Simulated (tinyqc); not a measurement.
Mobility and doping from two currents.

Inverse problem. A trap-free film with injecting contacts is fitted, with diffusion neglected, by J = q mu N V/Lf + (9/8) eps0 eps_r mu V^2/Lf^3. Find mu, N and the voltage at which both terms are equal.

Parameters, values chosen for the exercise: relative permittivity eps_r = 13.9; film thickness Lf = 250 nm.

Constants: q = 1.602176634e-19 C, eps0 = 8.8541878128e-14 F/cm where lengths are in cm. Results are converted to the units shown.

J at 3.3 and 15 V (A/cm^2): 162.59557  2029.8479

Solution. J/V is a straight line in V: the slope gives mu and the intercept mu N.

mu = 0.0830 cm^2/(V s)
N = 4.70e16 cm^-3
crossover voltage = 3.40 V

Numbers from tinyqc (`OMP_NUM_THREADS=1 python tinyqc.py 2730039 2730040 out.jsonl`; about 3 s on one thread of a shared Intel Xeon 2.30GHz).
